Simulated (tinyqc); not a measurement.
# Bandgap voltage reference from two bipolar transistors, step by step

Computed by the program tinyqc: `OMP_NUM_THREADS=1 python tinyqc.py 2062037 2062038 out.jsonl`, one thread of a shared Intel Xeon 2.30GHz, about 0.02 s for the whole run. Printed values are rounded.

Two transistors of area 1 and N carry the same current I. Is(T) = Is (T/T0)^eta exp[(Vg0 q/kB)(1/T0 - 1/T)], VBE1 = Vt ln(I/Is(T)) + I rb, VBE2 = Vt ln(I/(N Is(T))) + I rb/N. The amplifier forces I R1(T) = VBE1 - VBE2 + Vos, with R(T) = R (1 + tc (T - T0)) for both resistors, and the output is Vref = VBE1 + I R2(T). Base currents and the Early effect are neglected.

Parameters, values chosen for the exercise; values of the order met in silicon bipolar transistors: reference temperature T0 = 300 K; band-gap voltage extrapolated to 0 K Vg0 = 1.171 V; temperature exponent of the saturation current eta = 4.3; saturation current of the unit transistor at T0 Is = 1.9e-16 A; area ratio of the second transistor N = 24; resistor across which the difference of VBE falls, at T0 R1 = 7 kohm; temperature coefficient of both resistors tc = 0 ppm/K; offset of the amplifier Vos = 0 mV; series resistance of the unit transistor rb = 18 ohm; output resistor at T0 R2 = 53.72 kohm; temperature T = 253 K.

Constants: q = 1.602176634e-19 C, kB = 1.380649e-23 J/K. Results are converted to the units shown.

## Operating point at the reference temperature

Vt = kB T/q; I = (Vt ln N + Vos)/(R1(T) - rb (1 - 1/N)). Evaluate at T = T0.

Vt = 0.0258520 V
I = 11.7660 uA
Is(T) = 1.9e-16 A
VBE1 = 0.642614 V
I R2 = 0.632070 V
Vref = 1.27468 V

## Operating point at another temperature

Vt = kB T/q; I = (Vt ln N + Vos)/(R1(T) - rb (1 - 1/N)).

Vt = 0.0218019 V
I = 9.92266 uA
Is(T) = 2.02339e-20 A
VBE1 = 0.737653 V
I R2 = 0.533045 V
Vref = 1.27070 V

From T0 to T, VBE1 changes by 95.0 mV and I R2 by -99.0 mV, which leaves -3.98 mV in Vref.

## Resistor for zero slope at T0, ideal case

With tc = 0, Vos = 0 and rb = 0 the current is proportional to T, dVBE/dT = (VBE - Vg0 - (eta - 1) Vt)/T, and Vref has zero slope at T0 when Vref = Vg0 + (eta - 1) Vt0. Find VBE1, its slope, that Vref, R2/R1 and the curvature d2Vref/dT2 = -(eta - 1) kB/(q T0).

VBE1 = 0.642338 V
dVBE/dT = -2.04658 mV/K
Vref = 1.25631 V
R2/R1 = 7.47299
curvature = -0.947907 uV/K^2
